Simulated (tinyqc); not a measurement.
Worked calculation: Tamm state at the end of a one-band chain. Values are carried at full precision from step to step, so a last printed digit may differ when a step is redone from the rounded ones.

A half-infinite chain with site energy 0 and hopping -t, band E = -2t cos(ka); the end site has energy D. The surface Green function of the unperturbed half chain is g = (E -/+ sqrt(E^2 - 4t^2))/(2t^2), the root with |t g| <= 1 and Im g <= 0, and with the shift G = g/(1 - D g).

Parameters, chosen for this exercise:
- t = 2.45 eV (hopping)
- D = -2.98 eV (shift of the end site)
- a = 2.6 angstrom (spacing)
- N = 9 (sites)
- E = 1.02 eV (energy in the band)

## The bound state

Amplitudes z^n solve the chain for E = -t (z + 1/z); the end site demands z = -t/D, bound if |z| < 1. Then E = D + t^2/D, weight on the end site 1 - z^2, decay length -a/ln|z|.

z = 0.8221
E = -4.9943 eV
weight on the end site = 0.3241
decay length of the amplitude = 13.276 angstrom

The state lies 0.0943 eV below the band, and its amplitude keeps its sign from site to site.

## A finite chain

Write H for N sites.

H (eV):
```
        1       2       3       4       5       6       7       8       9
1  -2.980  -2.450       0       0       0       0       0       0       0
2  -2.450       0  -2.450       0       0       0       0       0       0
3       0  -2.450       0  -2.450       0       0       0       0       0
4       0       0  -2.450       0  -2.450       0       0       0       0
5       0       0       0  -2.450       0  -2.450       0       0       0
6       0       0       0       0  -2.450       0  -2.450       0       0
7       0       0       0       0       0  -2.450       0  -2.450       0
8       0       0       0       0       0       0  -2.450       0  -2.450
9       0       0       0       0       0       0       0  -2.450       0
```

## Levels of the finite chain

Diagonalise; give the weight of each level on site 1.

levels (eV): -4.9835  -4.4037  -3.4035  -2.0393  -0.4595  1.1646  2.6571  3.8561  4.6318

weights on site 1: 0.3640  0.1511  0.1425  0.1207  0.0937  0.0655  0.0394  0.0183  0.0047

The split-off level differs from the half-infinite value by +10.801 meV, the pull of the far end.

## Local density of states in the band

Form g and G at E; the surface density is -Im G/pi, the bulk density 1/(pi sqrt(4t^2 - E^2)).

g = 0.0850-0.3992i 1/eV
G = 0.1947-0.1337i 1/eV

densities (1/eV): clean end 0.1271, shifted end 0.0426, bulk 0.0664

## Checks

- Pole of G, 1 - D g(E) = 0, at the bound level: both 1.00000.

(tinyqc, `OMP_NUM_THREADS=1 python tinyqc.py 1451146 1451147 out.jsonl`, Intel(R) Xeon(R) Processor @ 2.30GHz, 1 thread, shared host, about 0.01 s.)
